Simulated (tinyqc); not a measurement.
# Bandgap voltage reference from two bipolar transistors, step by step

tinyqc, about 0.03 s, one thread, Intel Xeon 2.30GHz (shared host): `OMP_NUM_THREADS=1 python tinyqc.py 2062190 2062191 out.jsonl` Printed values are rounded.

Two transistors of area 1 and N carry the same current I. Is(T) = Is (T/T0)^eta exp[(Vg0 q/kB)(1/T0 - 1/T)], VBE1 = Vt ln(I/Is(T)) + I rb, VBE2 = Vt ln(I/(N Is(T))) + I rb/N. The amplifier forces I R1(T) = VBE1 - VBE2 + Vos, with R(T) = R (1 + tc (T - T0)) for both resistors, and the output is Vref = VBE1 + I R2(T). Base currents and the Early effect are neglected.

Values chosen for this exercise; values of the order met in silicon bipolar transistors:

| symbol | value | unit | meaning |
|---|---|---|---|
| T0 | 300 | K | reference temperature |
| Vg0 | 1.198 | V | band-gap voltage extrapolated to 0 K |
| eta | 4.2 |  | temperature exponent of the saturation current |
| Is | 1.2e-16 | A | saturation current of the unit transistor at T0 |
| N | 24 |  | area ratio of the second transistor |
| R1 | 5 | kohm | resistor across which the difference of VBE falls, at T0 |
| tc | 0 | ppm/K | temperature coefficient of both resistors |
| Vos | 0 | mV | offset of the amplifier |
| rb | 11 | ohm | series resistance of the unit transistor |
| R2 | 38.25 | kohm | output resistor at T0 |
| T | 358 | K | temperature |

Constants: q = 1.602176634e-19 C, kB = 1.380649e-23 J/K. Results are converted to the units shown.

## Operating point at the reference temperature

Vt = kB T/q; I = (Vt ln N + Vos)/(R1(T) - rb (1 - 1/N)). Evaluate at T = T0.

Vt = 0.0258520 V
I = 16.4665 uA
Is(T) = 1.2e-16 A
VBE1 = 0.663152 V
I R2 = 0.629845 V
Vref = 1.29300 V

## Operating point at another temperature

Vt = kB T/q; I = (Vt ln N + Vos)/(R1(T) - rb (1 - 1/N)).

Vt = 0.0308501 V
I = 19.6501 uA
Is(T) = 4.59345e-13 A
VBE1 = 0.542299 V
I R2 = 0.751615 V
Vref = 1.29391 V

From T0 to T, VBE1 changes by -121 mV and I R2 by 122 mV, which leaves 0.917 mV in Vref.

## Resistor for zero slope at T0, ideal case

With tc = 0, Vos = 0 and rb = 0 the current is proportional to T, dVBE/dT = (VBE - Vg0 - (eta - 1) Vt)/T, and Vref has zero slope at T0 when Vref = Vg0 + (eta - 1) Vt0. Find VBE1, its slope, that Vref, R2/R1 and the curvature d2Vref/dT2 = -(eta - 1) kB/(q T0).

VBE1 = 0.662916 V
dVBE/dT = -2.05937 mV/K
Vref = 1.28073 V
R2/R1 = 7.51968
curvature = -0.919182 uV/K^2
